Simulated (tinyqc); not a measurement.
Wafer bonding and layer transfer: bond energy, gap closing, particles, bonding of dissimilar wafers and hydrogen blisters. Changing the crack length L. Computed by tinyqc, a small Python program. Command: `OMP_NUM_THREADS=1 python tinyqc.py 3001438 3001439 out.jsonl bond sweep`. One thread of a shared host (Intel(R) Xeon(R) Processor @ 2.30GHz), about 0.01 s of CPU time with the checks.

gamma is the energy per area of each of the two surfaces; plates are isotropic.

Inputs (values chosen for the exercise, with wafer 1 close to silicon): Young's modulus E1 = 145 GPa; Young's modulus E2 = 99.6 GPa; Poisson ratio nu = 0.21; thickness t1 = 300 micrometre; thickness t2 = 625 micrometre; blade thickness t_b = 230 micrometre; particle radius h = 0.037 micrometre; radius of a shallow gap R = 0.0032 mm; half height of the gap h_g = 0.64 nm.

Pair: two different wafers.

Method:
- Two cantilevers opened by t_b: gamma = 3 t_b^2 E1 t1^3 E2 t2^3/(16 L^4 (E1 t1^3 + E2 t2^3)).
- E' = E1/(1 - nu^2), equal wafers of thickness t1 assumed. A gap of radius R closes if h_g < h_c: h_c = R^2/sqrt((2/3) E' t1^3/gamma) for R > 2 t1 (plate bending), h_c = 3.6 sqrt(R gamma/E') for R < 2 t1 (local deformation).
- E' = E1/(1 - nu^2), equal wafers assumed. Void radius in the plate regime: R_v = [(2/3) E' t1^3/gamma]^(1/4) h^(1/2). Below h_crit = 5 sqrt(t1 gamma/E') the wafers deform locally and R_v is of the order of h (taken as h).

One run for each value:
```
crack length L (mm)  bond energy gamma (J/m^2)  void radius (micrometre)  closable height h_c (nm)
14                                      0.8706                 3.700e-02                     15.43
16                                      0.5104                 3.700e-02                     11.81
19                                      0.2566                 3.700e-02                      8.38
22                                      0.1428                 3.700e-02                      6.25
30                                      0.0413                 3.700e-02                      3.36
35                                      0.0223                 6.399e+02                      2.47
```

Give the missing row, crack length L (mm) = 26.

Computed row:
```
crack length L (mm)  bond energy gamma (J/m^2)  void radius (micrometre)  closable height h_c (nm)
26                                      0.0732                 3.700e-02                      4.47
```

Interpolating between the two neighbouring rows (linearly) misses most in bond energy gamma (J/m^2), by 26 %. Over the rows, bond energy gamma (J/m^2) falls from 0.871 to 0.0223 (exponent d ln y / d ln x about -4.0 throughout); void radius (micrometre) rises from 0.0370 to 640, flat over part of the range; closable height h_c (nm) falls from 15.4 to 2.47 (exponent d ln y / d ln x about -2.0 throughout). The exponent of bond energy gamma stays at -4: beam compliance goes as L^3.  Left out: 40.0 (bond energy out of the physical range).
